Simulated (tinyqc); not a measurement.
Worked calculation: coherent transport through a tight-binding region between two chains. Computed by tinyqc, a small Python program that keeps every step. Settings: temperature = 4, mu = 0.05. Command: `OMP_NUM_THREADS=1 python tinyqc.py 21248 21249 out.jsonl` (the two numbers bound the seeds that draw the settings). One thread of a shared host (Intel(R) Xeon(R) Processor @ 2.60GHz), about 0.1 s of CPU time with the checks.

## Transmission at E = -0.24 eV

H of the central region (eV), lower triangle:
```
           1          2          3          4          5         6
1  -0.740000
2  -0.540000  -0.160000
3   0.000000  -0.540000  -0.990000
4   0.000000   0.000000  -0.540000  -0.930000
5   0.000000   0.000000   0.000000  -0.940000   0.610000
6   0.000000   0.000000   0.000000   0.000000  -0.540000  0.870000
```

Leads: semi-infinite chains with site energy 0:
```
parameter                           value
lead hopping t (eV)              2.430000
coupling to the left lead (eV)   1.330000
coupling to the right lead (eV)  0.900000
left contact site                       1
right contact site                      6
```

E = -0.240000 eV

Surface Green function g = (E - i sqrt(4 t^2 - E^2)) / (2 t^2); self-energy tc^2 g on each contact site; G = (E - H - Sigma)^(-1); Gamma = -2 Im Sigma; T = Gamma_L Gamma_R |G_LR|^2; local density of states -Im G_ii / pi.

g = -0.020322-0.411021i 1/eV

G (1/eV), lower triangle:
```
                     1                    2                    3                   4
1   0.636631-0.441081i
2   0.626129-0.419387i  -1.186092-0.426778i
3  -0.543871+0.378949i   1.050006+0.356161i   0.699427-0.326185i
4   0.129248-0.106931i  -0.272250-0.067890i  -0.169581+0.096874i  0.507779-0.066657i
5   0.217563-0.139202i  -0.403352-0.154769i  -0.277319+0.116273i  0.788517-0.006722i
6   0.117474-0.032975i  -0.160989-0.125439i  -0.141324+0.014391i  0.357273+0.105452i

                     5                    6
5  -0.419494-0.061861i
6  -0.181067-0.085673i  -0.906932-0.318421i
```

local density of states (1/eV): 0.140400  0.135848  0.103828  0.021218  0.019691  0.101356

transmission = 0.014414

## Transmission across the band

The same steps on a grid of energies.

T(E):
```
E (eV)              T
-4.61700000  2.91e-11
-4.15530000  3.36e-10
-3.69360000  2.74e-09
-3.23190000  2.52e-08
-2.77020000  3.35e-07
-2.30850000  0.000010
-1.84680000  0.012458
-1.38510000  0.005018
-0.92340000  0.177828
-0.46170000  0.015127
0.00000000   0.033270
0.46170000   0.149480
0.92340000   0.003831
1.38510000   0.000944
1.84680000   0.000016
2.30850000   4.46e-07
2.77020000   3.24e-08
3.23190000   3.70e-09
3.69360000   5.30e-10
4.15530000   7.97e-11
4.61700000          0
```

levels of the isolated region (eV): -1.801399  -1.149599  -0.716696  0.319385  0.530722  1.477586

## Current

I = (2e/h) int T(E) [f(E - mu - V/2) - f(E - mu + V/2)] dE at 4 K with mu = 0.05 eV, the bias not changing H; 2e^2/h = 77.48092 microsiemens; the integral runs over the band on 4001 points.

Current:
```
V (volt)  I (microampere)
0.010000         0.035182
0.050000         0.178611
0.100000         0.370672
0.200000         0.813524
0.400000         2.356865
0.800000         6.341624
```
